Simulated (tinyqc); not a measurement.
# Germanium share from the critical thickness

Question. Critical thickness (Matthews-Blakeslee, 60-degree dislocations): h = bv (1 - nu/4)[ln(h/bv) + 1]/(4 pi e_par (1 + nu)), nu = c12/(c11 + c12). e_par = b1 x. Find e_par and x.

Parameters, values chosen for the exercise: lattice mismatch per unit x b1 = 0.0418; elastic constant c11 = 165 GPa; elastic constant c12 = 62.4 GPa; Burgers vector bv = 0.384 nm.

critical thickness = 17.079207 nm

Answer. For given h the relation is explicit in the strain.

e_par = 0.6270 %
x = 0.1500

Numbers from tinyqc (`OMP_NUM_THREADS=1 python tinyqc.py 2530152 2530153 out.jsonl`; about 0.01 s on one thread of a shared Intel Xeon 2.30GHz).
